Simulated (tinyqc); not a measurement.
Inside a calculation. Model: MOS inversion layer, Poisson-Schroedinger loop.

Numbers from tinyqc (`OMP_NUM_THREADS=1 python tinyqc.py 2160052 2160053 out.jsonl`; about 0.6 s on one thread of a shared Intel Xeon 2.30GHz). Printed values are rounded.

Electrons confined at an insulator interface at z = 0, treated as a hard wall; parabolic valleys, Hartree approximation, no image or exchange terms. The depletion charge lies far deeper than the electrons and gives a uniform field q Nd/(eps0 eps_r); the gate balances all charge. Energies are counted from the band edge at the interface.

Values chosen for this exercise; masses and permittivity close to those of silicon (100):
- T = 400 K (temperature)
- eps_r = 11.6 (relative permittivity)
- mz1 = 0.929 m0 (mass along z of valley set A (2 valley(s)))
- md1 = 0.187 m0 (in-plane density-of-states mass of set A)
- mz2 = 0.189 m0 (mass along z of valley set B (4 valley(s)))
- md2 = 0.419 m0 (in-plane density-of-states mass of set B)
- Ns = 4.2e11 cm^-2 (sheet density of electrons)
- Nd = 3.8e12 cm^-2 (sheet density of depletion charge)
- dE = 0.1 eV (extra shift of set B (strain))
- hz = 0.7 nm (mesh step)
- a = 0.5 (mixing factor)

Constants: q = 1.602176634e-19 C, kB = 1.380649e-23 J/K, hbar = 1.054571817e-34 J s, m0 = 9.1093837015e-31 kg, Vt = kB T/q, eps0 = 8.8541878128e-14 F/cm where lengths are in cm, hbar^2/(2 m0) = 0.0380998212 eV nm^2. Results are converted to the units shown.

## Fixed part of the potential

| node | z (nm) |
|---|---|
| 1 | 0.7 |
| 2 | 1.4 |
| 3 | 2.1 |
| 4 | 2.8 |
| 5 | 3.5 |
| 6 | 4.2 |
| 7 | 4.9 |
| 8 | 5.6 |
| 9 | 6.3 |
| 10 | 7 |
| 11 | 7.7 |
| 12 | 8.4 |
| 13 | 9.1 |
| 14 | 9.8 |
| 15 | 10.5 |

V0 = q Nd z/(eps0 eps_r) in eV.

| node | fixed potential V0 (eV) |
|---|---|
| 1 | 0.041494 |
| 2 | 0.082988 |
| 3 | 0.124482 |
| 4 | 0.165976 |
| 5 | 0.207470 |
| 6 | 0.248964 |
| 7 | 0.290458 |
| 8 | 0.331952 |
| 9 | 0.373446 |
| 10 | 0.414940 |
| 11 | 0.456434 |
| 12 | 0.497928 |
| 13 | 0.539422 |
| 14 | 0.580916 |
| 15 | 0.622410 |

## Round 1: levels and probability densities

| node | self-consistent potential U at the start (eV) |
|---|---|
| 1 | 0 |
| 2 | 0 |
| 3 | 0 |
| 4 | 0 |
| 5 | 0 |
| 6 | 0 |
| 7 | 0 |
| 8 | 0 |
| 9 | 0 |
| 10 | 0 |
| 11 | 0 |
| 12 | 0 |
| 13 | 0 |
| 14 | 0 |
| 15 | 0 |

Tridiagonal Hamiltonian with psi = 0 one step beyond both ends: H_ii = C (1/m_(i-1/2) + 1/m_(i+1/2))/hz^2 + V0_i + U_i (+ dE for the set B), H_(i,i+1) = -C/(m_(i+1/2) hz^2), C = hbar^2/(2 m0). The lowest 2 level(s) of each valley set are kept, normalised to hz sum |psi|^2 = 1. The mass is the same on all intervals.

levels (eV): A1 0.119630, A2 0.204326, B1 0.306657, B2 0.458850

| node | \|psi\|^2 of A1 (1/nm) | \|psi\|^2 of A2 (1/nm) | \|psi\|^2 of B1 (1/nm) | \|psi\|^2 of B2 (1/nm) |
|---|---|---|---|---|
| 1 | 0.531674 | 0.390319 | 0.131817 | 0.122494 |
| 2 | 0.604679 | 0.001160 | 0.336834 | 0.184898 |
| 3 | 0.235839 | 0.367253 | 0.388400 | 0.049139 |
| 4 | 0.049199 | 0.446189 | 0.293305 | 0.012754 |
| 5 | 0.006530 | 0.179667 | 0.165146 | 0.155707 |
| 6 | 0.000606 | 0.038295 | 0.073978 | 0.282027 |
| 7 | 0.000042 | 0.005167 | 0.027412 | 0.276339 |
| 8 | 0.000002 | 0.000486 | 0.008625 | 0.187409 |
| 9 | 0.000000 | 0.000034 | 0.002348 | 0.097239 |
| 10 | 0.000000 | 0.000002 | 0.000561 | 0.040731 |
| 11 | 0.000000 | 0.000000 | 0.000119 | 0.014238 |
| 12 | 0.000000 | 0.000000 | 0.000023 | 0.004242 |
| 13 | 0.000000 | 0.000000 | 0.000004 | 0.001086 |
| 14 | 0.000000 | 0.000000 | 0.000001 | 0.000233 |
| 15 | 0.000000 | 0.000000 | 0.000000 | 0.000033 |

## Round 1: Fermi level and occupations

Level k holds N_k = D_k Vt ln(1 + exp((EF - E_k)/Vt)) with D = 2 md1 m0 q/(pi hbar^2) for the set A, D = 4 md2 m0 q/(pi hbar^2) for the set B per eV (spin included); EF is fixed by sum N_k = Ns.

EF = 0.0293409 eV
N_k (cm^-2): A1 3.78664e11, A2 3.35071e10, B1 7.73569e9, B2 9.35470e7

## Round 1: density, output potential and mixing

n_i = sum_k N_k |psi_k|^2 (converted to cm^-3). Hartree part by Gauss: on the interval before node i the electrons still beyond are S_i = Ns - hz sum_(j<i) n_j, and U_i = U_(i-1) + q S_i hz/(eps0 eps_r) in eV, U_0 = 0 at the interface. Mixing: U(new) = U + a (U(out) - U).

| node | n (1e18 cm^-3) | U(out) (1e-3 eV) | U after round 1 (1e-3 eV) |
|---|---|---|---|
| 1 | 2.15435 | 4.58618 | 2.29309 |
| 2 | 2.31632 | 7.52565 | 3.76282 |
| 3 | 1.04618 | 8.69461 | 4.34731 |
| 4 | 0.35851 | 9.06391 | 4.53196 |
| 5 | 0.09785 | 9.15918 | 4.57959 |
| 6 | 0.02111 | 9.17966 | 4.58983 |
| 7 | 0.00427 | 9.18400 | 4.59200 |
| 8 | 0.00101 | 9.18508 | 4.59254 |
| 9 | 0.00028 | 9.18538 | 4.59269 |
| 10 | 0.00008 | 9.18547 | 4.59273 |
| 11 | 0.00002 | 9.18549 | 4.59274 |
| 12 | 0.00001 | 9.18549 | 4.59275 |
| 13 | 0.00000 | 9.18550 | 4.59275 |
| 14 | 0.00000 | 9.18550 | 4.59275 |
| 15 | 0.00000 | 9.18550 | 4.59275 |

## Course of the self-consistent loop

Start from U = 0. Stop when the largest |U(out) - U| is below 1e-7 eV, or after 120 rounds.

Course of the iteration:

| round | level A1 (eV) | EF (eV) | largest \|U(out) - U\| (eV) |
|---|---|---|---|
| 1 | 0.119630 | 0.0293409 | 9.19e-3 |
| 2 | 0.122966 | 0.0327357 | 4.52e-3 |
| 3 | 0.124616 | 0.0344146 | 2.23e-3 |
| 4 | 0.125434 | 0.0352463 | 1.10e-3 |
| 5 | 0.125840 | 0.0356588 | 5.40e-4 |
| 6 | 0.126041 | 0.0358634 | 2.66e-4 |
| 7 | 0.126141 | 0.0359649 | 1.31e-4 |
| 8 | 0.126191 | 0.0360153 | 6.46e-5 |
| 9 | 0.126216 | 0.0360403 | 3.18e-5 |
| 10 | 0.126228 | 0.0360528 | 1.57e-5 |
| 11 | 0.126234 | 0.0360589 | 7.74e-6 |
| 12 | 0.126237 | 0.0360620 | 3.82e-6 |
| 13 | 0.126239 | 0.0360635 | 1.88e-6 |
| 14 | 0.126239 | 0.0360643 | 9.30e-7 |
| 15 | 0.126240 | 0.0360647 | 4.59e-7 |
| 16 | 0.126240 | 0.0360648 | 2.27e-7 |
| 17 | 0.126240 | 0.0360649 | 1.12e-7 |
| 18 | 0.126240 | 0.0360650 | 5.53e-8 |

Converged in 18 rounds. Towards the end the residual shrinks by a factor of about 0.49 a round.

## Converged levels, occupations and centroid

| node | converged U (1e-3 eV) |
|---|---|
| 1 | 4.58614 |
| 2 | 7.46528 |
| 3 | 8.58448 |
| 4 | 8.93235 |
| 5 | 9.02109 |
| 6 | 9.04006 |
| 7 | 9.04408 |
| 8 | 9.04509 |
| 9 | 9.04537 |
| 10 | 9.04545 |
| 11 | 9.04547 |
| 12 | 9.04548 |
| 13 | 9.04548 |
| 14 | 9.04548 |
| 15 | 9.04548 |

Solve for the levels with V0 + U, find EF, n_i = sum_k N_k |psi_k|^2 (in cm^-3); share of each level N_k/Ns; centroid sum n z/sum n.

levels (eV): A1 0.126240, A2 0.211994, B1 0.314761, B2 0.467286
EF = 0.0360650 eV
shares (%): A1 90.4462, A2 7.7630, B1 1.7696, B2 0.0212

| node | n (1e18 cm^-3) |
|---|---|
| 1 | 2.23327 |
| 2 | 2.30250 |
| 3 | 1.00911 |
| 4 | 0.33903 |
| 5 | 0.09127 |
| 6 | 0.01955 |
| 7 | 0.00396 |
| 8 | 0.00095 |
| 9 | 0.00027 |
| 10 | 0.00008 |
| 11 | 0.00002 |
| 12 | 0.00001 |
| 13 | 0.00000 |
| 14 | 0.00000 |
| 15 | 0.00000 |

centroid = 1.38064 nm

An 800-node mesh to 18 nm with 8 levels a set gives A1 = 0.1294 eV, EF = 0.03943 eV and a centroid of 1.460 nm; the levels kept above hold 99.2 % of the electrons there. The coarse centroid is 5.4 % below the fine one.

## Closed-form estimates

Triangular well: E_k = a_k (C F^2/mz)^(1/3), a_1 = 2.338107, a_2 = 4.087949, C = hbar^2/(2 m0), F in eV/nm. Fang-Howard (all electrons in the lowest level of set A): b^3 = 6 (mz1/C) q (Nd + 11 Ns/32)/(eps0 eps_r), centroid 3/b, level C b^2/(4 mz1) + (3/b) q (Nd + 11 Ns/16)/(eps0 eps_r). Use F = q (Nd + Ns)/(eps0 eps_r), the surface field, and F = q (Nd + Ns/2)/(eps0 eps_r).

A1 with the surface field = 0.131455 eV
A1 with Nd + Ns/2 = 0.127057 eV
A2 with Nd + Ns/2 = 0.222147 eV
b = 2.08022 1/nm
Fang-Howard centroid = 1.44216 nm
Fang-Howard level = 0.136350 eV

Against the self-consistent A1 = 0.1294 eV on a fine mesh, the surface-field estimate is 1.6 % above it, the half-charge one 1.8 % below it and Fang-Howard 5.4 % above it. A1 holds 91.0 % of the electrons, and the Fang-Howard centroid is 1.2 % below the full one.
